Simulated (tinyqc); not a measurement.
Tight binding, kagome lattice, step by step. One step of it, computed by the program tinyqc.

Task: Bloch Hamiltonian at k. H_AB = -t1 - t2 exp(-i k.a1), H_AC = -t1 - t2 exp(-i k.a2), H_BC = -t1 - t2 exp(i k.(a1 - a2)), H_CC = delta.

Parameters chosen for this model:
```
parameter     value                unit
t1         1.130000    eV, up triangles
t2         1.130000  eV, down triangles
delta             0        eV on site C
```

k point k (fractions of the reciprocal vectors): -0.090000  -0.320000

Give: H(k) at k.

Result:

H(k) at k (eV):
```
                 A                B                C
A           0.0000  -2.0841-0.6055i  -0.6489-1.0225i
B  -2.0841+0.6055i           0.0000  -1.2716-1.1211i
C  -0.6489+1.0225i  -1.2716+1.1211i           0.0000
```
